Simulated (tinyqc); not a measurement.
## Doping and voltage from widths and field

Inverse problem. In the depletion approximation an abrupt p-n junction has a triangular field: peak E = q Nd xn/(eps0 eps_r) = q Na xp/(eps0 eps_r), W = xn + xp, and Vbi - V = E W/2. Find Nd, Na and Vbi - V.

Parameters, values chosen for the exercise:

| symbol | value | unit | meaning |
|---|---|---|---|
| eps_r | 11.5 |  | relative permittivity |

Constants: q = 1.602176634e-19 C, eps0 = 8.8541878128e-14 F/cm where lengths are in cm. Results are converted to the units shown.

W = 214.80925 nm
peak field = 203.09762 kV/cm
xn = 204.88042 nm

Solution. Gauss's law on each side gives its doping from the peak field and its width; the voltage is the area of the triangle.

Nd = 6.300e16 cm^-3
Na = 1.300e18 cm^-3
Vbi - V = 2.181 V

tinyqc, about 0.03 s, one thread, Intel Xeon 2.30GHz (shared host): `OMP_NUM_THREADS=1 python tinyqc.py 2000010 2000011 out.jsonl`
